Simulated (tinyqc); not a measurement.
Inside a calculation: Franz-Keldysh effect at a direct gap. Values are carried at full precision from step to step, so a last printed digit may differ when a step is redone from the rounded ones.

Parabolic bands, vertical transitions, no excitons. For each hole band j: mr = me mj/(me + mj); joint density of states J_j(E) = (mr/c)^(3/2) sqrt(E - Eg)/(2 pi^2), both spins, c = hbar^2/2m0; averaged matrix element |e.p|^2 = m0 Ep/6; alpha_j(E) = 4 pi^2 alpha_f c Ep J_j/(3 nr E) in 1/angstrom (alpha_f the fine-structure constant, listed as alpha among the constants), times 1e8 for 1/cm.

In a field Fd (1 kV/cm = 1e-5 V/angstrom) the electro-optic energy of band j is th = (c (e Fd)^2/mr)^(1/3), and sqrt(E - Eg) in J_j is replaced by pi sqrt(th) [Ai'(b)^2 - b Ai(b)^2] with b = (Eg - E)/th; Ai is the Airy function.

Constants: hbar^2/2m0 = 3.80998211 eV angstrom^2; fine-structure constant alpha = 0.007297352564.

Inputs chosen for the exercise (near those of InGaAs; not measured data):
- Eg = 0.753 eV (direct gap)
- me = 0.0422 m0 (electron mass)
- mhh = 0.456 m0 (heavy-hole mass)
- mlh = 0.0506 m0 (light-hole mass)
- Ep = 23.5 eV (Kane energy)
- nr = 3.49 (refractive index)
- Fd = 63 kV/cm (uniform field)
- E = 0.699 eV (photon energy)
- L = 91 micrometre (length of a waveguide)

## Electro-optic energy and length

For each hole band give mr, th and the length th/(e Fd).

Scales:
```
hole   mr (m0)  th (meV)  length (angstrom)
heavy  0.03863    33.956               53.9
light  0.02301    40.355               64.1
```

The light-hole pair has th larger by a factor 1.188, the cube root of the ratio of reduced masses.

## Airy factors at E

Ai is the Airy function, th the electro-optic energy of each hole band from the table (its other columns are not needed here), b = (Eg - E)/th with th in eV; the factor takes the place of sqrt(E - Eg) in the joint density of states.

Form b, Ai(b), Ai'(b) and the factor pi sqrt(th) [Ai'^2 - b Ai^2] for each band, beside sqrt(E - Eg) (zero below the gap).

Factors:
```
hole        b    Ai(b)    Ai'(b)  factor (eV^(1/2))  without field
heavy  1.5903  0.06338  -0.08797          0.0007811         0.0000
light  1.3381  0.08897   -0.1157           0.001770         0.0000
```

## Absorption with and without the field

Put the factors in place of sqrt(E - Eg) in alpha_j and add the bands; a waveguide of length L changes its transmission by 4.343 (alpha(F) - alpha(0)) L dB.

alpha_j in the field (1/cm): heavy 14.2, light 14.8

alpha(F) = 29.1 1/cm
alpha(0) = 0 1/cm
change of loss = 1.15 dB

Below the gap the field opens a tail where this model has no absorption; excitons and band tails absorb within some 10 to 20 meV of a real edge. Excitons, which add a sharp peak at low field, are left out.

## Checks

- Airy factor at b = -40 against the zero-field limit sqrt(-b): 6.33 against 6.32.

Run: tinyqc, `OMP_NUM_THREADS=1 python tinyqc.py 1651680 1651681 out.jsonl`; Intel(R) Xeon(R) Processor @ 2.30GHz, one thread, shared host; about 0.01 s of CPU time with all checks.
